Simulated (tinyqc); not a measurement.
One mass for the acceptor? Model: shallow acceptor in the spherical model (Baldereschi-Lipari), strong spin-orbit limit. Computed by tinyqc, a small Python program. Command: `OMP_NUM_THREADS=1 python tinyqc.py 3023758 3023759 out.jsonl acceptor walk`. One thread of a shared host (Intel(R) Xeon(R) Processor @ 2.30GHz), about 0.01 s of CPU time with the checks.

The 1S(3/2) state has an s envelope f(r) and a d envelope g(r). In effective units they obey -(f'' + 2f'/r + 2f/r) + mu (g'' + 5g'/r + 3g/r^2) = E f and -(g'' + 2g'/r - 6g/r^2 + 2g/r) + mu (f'' - f'/r) = E g. The cubic term, the split-off band and the central cell are left out.

Inputs (values chosen for the exercise, modelled on germanium):
```
quantity                 value  unit
Luttinger gamma_1         13.3     -
Luttinger gamma_2         4.13     -
Luttinger gamma_3         5.67     -
dielectric constant eps   15.7     -
```

Constants: Ry = 13.605693123 eV; a_0 = 0.529177210903 angstrom.

Method:
- Ry* = Ry/(gamma_1 eps^2), a* = a_0 eps gamma_1, mu = (6 gamma_3 + 4 gamma_2)/(5 gamma_1), delta = (gamma_3 - gamma_2)/gamma_1; spherical masses 1/(gamma_1 (1 - mu)) (heavy) and 1/(gamma_1 (1 + mu)) (light).
- Basis: f_i = exp(-zeta_i r), g_i = r exp(-zeta_i r), weight r^2 dr, s = zeta_i + zeta_j. S_ff = 2/s^3, H_ff = zeta_i zeta_j S_ff - 2/s^2; S_gg = 24/s^5, H_gg = 8/s^3 + 24 zeta_i zeta_j/s^5 - 12/s^4; H(f_i, g_j) = mu (6 zeta_i^2/s^4 + 2 zeta_i/s^3); S_fg = 0. Each function is normalised by sqrt(S_ii).
- Large basis: zeta_i = 0.08 x 1.55^(i-1), i = 1..20 in each channel; overlap eigenvalues below 1e-11 are dropped.
- Binding energies are -E Ry*; the mass that fits is E(1S) eps^2/Ry.
- Hydrogenic binding Ry m/eps^2; the density-of-states mass is (m_H^(3/2) + m_L^(3/2))^(2/3); errors are against the large basis.

light-hole mass = 0.0427204 m_0

heavy-hole mass = 0.313283 m_0

1S(3/2) binding energy = 9.20242 meV

1S binding energy:
```
mass                     value (m_0)  binding (meV)  error (%)
light hole                   0.04272          2.358    -74.376
1/gamma_1                    0.07519          4.150    -54.901
mean of heavy and light      0.17800          9.825      6.769
heavy hole                   0.31328         17.293     87.913
density of states            0.32371         17.868     94.169
```

The coupled result, 9.20 meV, lies between the 1/gamma_1 value (no coupling) and the heavy-hole value; the closest single rule here is "mean of heavy and light", off by +6.8 %.
